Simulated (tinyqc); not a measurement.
Worked calculation: charge neutrality level from zone-averaged pseudopotential bands. Values are carried at full precision from step to step, so a last printed digit may differ when a step is redone from the rounded ones.

Empirical pseudopotential on the fcc lattice, atoms at +/- tau, tau = a (1,1,1)/8, no spin-orbit coupling. H(G,G') = c (2 pi/a)^2 |k + G|^2 delta + VS(q) cos(q.tau) + i VA(q) sin(q.tau), q = G - G', c = hbar^2/2m0; k and G in units of 2 pi/a; VS at |q|^2 = 3, 8, 11 and VA at 3, 4, 11, in rydberg, zero elsewhere. At each k the basis holds all G with |k + G|^2 up to 16; energies are counted from the fourth level at Gamma.

Mesh: k = sum_i (n_i + 1/2)/N b_i, n_i = 0 ... N - 1, b = (-1,1,1), (1,-1,1), (1,1,-1); points with the same sorted |kx|, |ky|, |kz| after folding to the shortest k + G are joined, with their count as weight. Neutrality (branch-point) level: E_N = (1/2) mean over k of [E5 + (E3 + E4)/2], E_n the n-th level from below.

Constants: hbar^2/2m0 = 3.80998211 eV angstrom^2; Ry = 13.60569312 eV.

Values chosen for the exercise (classic local form factors of the size used for GaP, without spin-orbit coupling; not measured data): a = 5.446 angstrom (lattice constant); VS = (-0.218, 0.03, 0.07) Ry (symmetric form factors); VA = (0.118, 0.069, 0.019) Ry (antisymmetric form factors); mesh = 4 (points along each reciprocal vector).

## Levels on the mesh

Diagonalise at each joined point.

Levels (eV):
```
kx          ky      kz  weight       E3       E4      E5      E6
0.1250  0.1250  0.1250       2  -0.1769  -0.1769  3.3996  5.4456
0.3750  0.1250  0.1250       6  -0.9657  -0.9213  3.8705  5.1155
0.3750  0.3750  0.1250       6  -1.8273  -0.5552  3.9110  5.6091
0.3750  0.3750  0.3750       2  -0.8269  -0.8269  2.6731  5.5067
0.6250  0.1250  0.1250       6  -2.1500  -1.7769  3.0326  4.3061
0.6250  0.3750  0.1250      12  -2.7851  -1.4939  4.3699  5.0706
0.6250  0.3750  0.3750       6  -1.8627  -1.2202  3.4166  5.1150
0.6250  0.6250  0.1250       6  -3.4447  -1.4961  3.3837  6.6331
0.8750  0.1250  0.1250       6  -2.8780  -2.2265  2.4144  3.4455
0.8750  0.3750  0.1250      12  -3.5285  -2.3954  3.8325  5.7084
```

## Gaps

Level 5 at Gamma, at the lowest of (f,0,0) with f = 0.8, 0.85, 0.9, 1, and at (1/2,1/2,1/2).

gaps to Gamma, Delta/X, L (eV): 2.6503  2.0753  2.5181

## The neutrality level

Energies are counted from the valence top at Gamma. E_N = (1/2) weighted mean of [E5 + (E3 + E4)/2]. Compare with half the smallest indirect gap, min(Delta/X, L)/2, and give the barrier for electrons in the limit of full pinning, min(gaps) - E_N.

mean of E5 = 3.6054 eV
mean of (E3 + E4)/2 = -1.9875 eV
E_N = 0.8090 eV
half the indirect gap = 1.0377 eV
pinned barrier for electrons = 1.2664 eV

E_N lies at 39 % of the gap from the valence top, so pinned contacts have the lower barrier for holes. The two estimates differ by 0.23 eV; both rules are good to a few tenths of an eV only, so a position within that distance of a band edge or of mid-gap is not settled. Local form factors place the indirect gaps only to a few tenths of an eV, and E_N moves with them. Spin-orbit coupling, left out, would lift the valence top by a third of its splitting.

## Checks

- Sum of the weights against N^3: both 64.

(tinyqc, `OMP_NUM_THREADS=1 python tinyqc.py 1850149 1850150 out.jsonl`, Intel(R) Xeon(R) Processor @ 2.30GHz, 1 thread, shared host, about 0.09 s.)
